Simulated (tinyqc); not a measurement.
# Fermi-level pinning at a metal contact (Cowley-Sze model): what changes with what

Interface states of density Ds lie behind a thin layer of thickness dl. Neglecting the depletion charge, the barrier for electrons is phi = S (pM - chi) + (1 - S) E0 with S = 1/(1 + q Ds dl/(eps0 ei)); the barrier for holes is Eg - phi.

Inputs (values chosen for the exercise); material values close to those of silicon:

| symbol | value | unit | meaning |
|---|---|---|---|
| Eg | 1.11 | eV | band gap |
| chi | 4.03 | eV | electron affinity |
| Ds | 3.6e12 | cm^-2 eV^-1 | density of interface states |
| E0 | 0.83 | eV | depth of their neutrality level below the conduction edge |
| dl | 0.39 | nm | thickness of the interface layer |
| ei | 3.3 |  | its relative permittivity |
| pM | 4.23 | eV | metal work function |

Constants: q = 1.602176634e-19 C, eps0 = 8.8541878128e-14 F/cm where lengths are in cm. Results are converted to the units shown.

Each table varies one quantity; the others keep the values above.

## Barrier against work function

phi is listed beside the Schottky-Mott value pM - chi.

Barrier against work function:
```
pM (eV)  pM - chi (eV)  phi (eV)
3.4           -0.63000  -0.52563
3.7           -0.33000  -0.24708
4            -0.030000  0.031476
4.3            0.27000   0.31003
4.6            0.57000   0.58859
4.9            0.87000   0.86714
5.2             1.1700    1.1457
5.5             1.4700    1.4243
5.8             1.7700    1.7028
```

Read the table: what changes, and by how much?

phi rises with slope S = 0.929, by 2.23 eV over 2.40 eV of work function, and equals the Schottky-Mott value at pM = chi + E0 = 4.86 eV. For pM = 3.4, 3.7, 5.2, 5.5, 5.8 phi lies outside the gap, where band states take over and the formula no longer holds.

## Unpinning by a thin insulator

Same model as above.

An inserted insulator of thickness t and permittivity 6.2 damps the metal-induced states, Ds(t) = Ds exp(-t/0.26 nm), and adds t/6.2 to dl/ei.

Result of one run:
```
t (nm)  Ds(t) (cm^-2 eV^-1)        S  phi (eV)
2.1                1.1183e9  0.99991   0.20006
```

What becomes of these results when the insulator thickness t is changed from 2.1 to 0 nm, all else the same?

Result of the changed run:
```
t (nm)  Ds(t) (cm^-2 eV^-1)        S  phi (eV)
0                 3.6000e12  0.92852   0.24503
```

The whole series:
```
t (nm)  Ds(t) (cm^-2 eV^-1)        S  phi (eV)
0                 3.6000e12  0.92852   0.24503
0.3               1.1355e12  0.96691   0.22085
0.6               3.5817e11  0.98626   0.20866
0.9               1.1297e11  0.99465   0.20337
1.2               3.5634e10  0.99799   0.20126
1.5               1.1240e10  0.99927   0.20046
1.8                3.5453e9  0.99974   0.20017
2.1                1.1183e9  0.99991   0.20006
2.4                3.5272e8  0.99997   0.20002
```

S rises from 0.929 to 1.00, and phi falls from 0.245 to 0.200 eV, towards pM - chi = 0.200 eV. The insulator also adds a tunnelling resistance, which is not counted here and sets a best thickness.

Numbers from tinyqc (`OMP_NUM_THREADS=1 python tinyqc.py 2430118 2430119 out.jsonl`; about 0.01 s on one thread of a shared Intel Xeon 2.30GHz).
